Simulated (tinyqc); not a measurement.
Space-charge-limited current with shallow traps: one step of the calculation.

One carrier type, drift only, an injecting contact at x = 0 (zero field) and thickness L. The share th = y/(1 + y), y = (Nc/Nt) exp(-Et/kB T), of the injected charge is free: J = q mu n F, eps0 eps_r dF/dx = q (n - n0)/th.

Task. Limits and characteristic voltages. Ohmic J = q n0 mu V/L; Mott-Gurney J = (9/8) th eps0 eps_r mu V^2/L^3; they cross at Vx = 8 q n0 L^2/(9 th eps0 eps_r); traps fill at V_TFL = q Nt L^2/(2 eps0 eps_r).

Values chosen for this exercise:
```
symbol   value        unit                              meaning
T          350           K                          temperature
eps_r     15.6                            relative permittivity
mu          14  cm^2/(V s)                             mobility
L         1900          nm                            thickness
Nc      9.7e20       cm^-3               band density of states
Nt      5.4e16       cm^-3                         trap density
Et        0.51          eV                           trap depth
n0      4.8e11       cm^-3  free carrier density in equilibrium
V           37           V                              voltage
```

Constants: q = 1.602176634e-19 C, kB = 1.380649e-23 J/K, Vt = kB T/q, eps0 = 8.8541878128e-14 F/cm where lengths are in cm. Results are converted to the units shown.

Give: th; ohmic J; Mott-Gurney J; Vx; V_TFL.

Result.

th = 8.135e-4
ohmic J = 0.2097 A/cm^2
Mott-Gurney J = 3.532 A/cm^2
Vx = 2.196 V
V_TFL = 113.1 V

Range of the model: Diffusion and a field-dependent mobility are left out. With injecting contacts the diffusion current, about 4 pi^2 Vt th eps0 eps_r mu V/L^3, equals the Mott-Gurney current at V = 35 kB T/q (0.9 V at 300 K), so the drift-only result needs V well above that.

Program tinyqc, `OMP_NUM_THREADS=1 python tinyqc.py 2370105 2370106 out.jsonl`; Intel Xeon 2.30GHz, shared host, one thread, about 0.01 s.
